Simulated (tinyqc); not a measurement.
Ten-year voltage from two stress tests.

Problem. Lifetimes follow tau = t0 exp(B/Vd). Ten years are 3.15576e8 s. Find B, t0 and the drain voltage for ten years.

lifetimes at Vd = 2.9 and 3.2 V (s): 96000  3327.69285

Answer. ln(tau) is linear in 1/Vd.

B = 104 V
t0 = 2.56e-11 s
ten-year voltage = 2.37 V

tinyqc, about 0.01 s, one thread, Intel Xeon 2.30GHz (shared host): `OMP_NUM_THREADS=1 python tinyqc.py 2550035 2550036 out.jsonl`
